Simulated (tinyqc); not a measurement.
One-dimensional ballistic tunnel FET, two-band WKB: effect of temperature.

A p-type source for x < 0 with its Fermi level at 0 and its valence edge at ds; in the channel the bands fall as D exp(-x/lam) towards their flat values, with the conduction edge at Ec = ds - dP and D = dP + Eg. The gate moves dP one to one. The drain Fermi level lies at -Vd and the drain side reflects nothing. For w = E - Ec between 0 and dP an electron crosses the gap. Two-band dispersion with equal masses m: inside the gap kappa = sqrt(m u (1 - u/Eg)/C), u the distance from a band edge, C = hbar^2/(2 m0).

S(w) = 2 lam int_0^Eg kappa(u) du/(w + Eg - u) = 2 pi lam sqrt(m/(C Eg)) [w + Eg/2 - sqrt(w (w + Eg))], T(w) = exp(-S). I = g (2 q^2/h) int_0^dP T(w) [f(E) - f(E + Vd)] dw, E = ds - dP + w, f(x) = 1/(1 + exp(x/Vt)). Swing = d(dP)/d(log10 I).

Parameters, values chosen for the exercise; band and dielectric values close to those of In0.53Ga0.47As:
- Eg = 0.731 eV (band gap)
- m = 0.042 m0 (band-edge mass of the two-band model)
- lam = 4.5 nm (screening length of the source junction)
- ds = 0.03 eV (source valence edge above the source Fermi level)
- Vd = 0.5 V (drain bias)
- g = 2 (number of degenerate subbands (spin apart))
- dP = 0.14 eV (tunnelling window Ev(source) - Ec(channel))

Constants: q = 1.602176634e-19 C, kB = 1.380649e-23 J/K, hbar = 1.054571817e-34 J s, h = 6.62607015e-34 J s, m0 = 9.1093837015e-31 kg, Vt = kB T/q, hbar^2/(2 m0) = 0.0380998212 eV nm^2. Results are converted to the units shown.

Result of one run:
```
T (K)	I (uA)	swing (mV/decade)	Vt ln 10 (mV/decade)
200	0.01592	88.93	39.68
```

What becomes of these results when the temperature T is changed from 200 to 77 K, all else the same?

Result of the changed run:
```
T (K)	I (uA)	swing (mV/decade)	Vt ln 10 (mV/decade)
77	0.01506	84.66	15.28
```

The whole series:
```
T (K)	I (uA)	swing (mV/decade)	Vt ln 10 (mV/decade)
77	0.01506	84.66	15.28
150	0.01571	87.42	29.76
200	0.01592	88.93	39.68
250	0.01602	90.18	49.61
300	0.01604	91.23	59.53
350	0.01604	92.15	69.45
400	0.01601	92.96	79.37
```

I goes from 0.01506 through a maximum of 0.01604 (at T = 300 K among the rows listed) to 0.01601 uA, and the swing rises from 84.7 to 93.0 mV/decade, while the thermionic limit rises from 15.3 to 79.4 mV/decade. Gap and mass are held fixed.

Numbers from tinyqc (`OMP_NUM_THREADS=1 python tinyqc.py 2620030 2620031 out.jsonl`; about 0.01 s on one thread of a shared Intel Xeon 2.30GHz).
